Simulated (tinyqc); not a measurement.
One-electron ion in a basis of Gaussians, step by step. One step of it, computed by the program tinyqc.

Task: Matrices over normalised Gaussians. With p = a_i + a_j and I(k) = Gamma((k+1)/2) / (2 p^((k+1)/2)): S = I(2l+2), T = (2l+3) a_i a_j S / p, V = -Z I(2l+1), each divided by sqrt(S_ii S_jj).

exponents of r^l exp(-a r^2) (1/bohr^2): 0.445100  0.588900  0.779000

Z = 3

l = 0

Give: S; T; V.

Result:

S, lower triangle:
```
        1       2       3
1  1.0000
2  0.9855  1.0000
3  0.9437  0.9855  1.0000
```

T (hartree), lower triangle:
```
        1       2       3
1  0.6676
2  0.7494  0.8833
3  0.8019  0.9915  1.1685
```

V (hartree), lower triangle:
```
         1        2        3
1  -3.1939
2  -3.3922  -3.6738
3  -3.5343  -3.9017  -4.2253
```
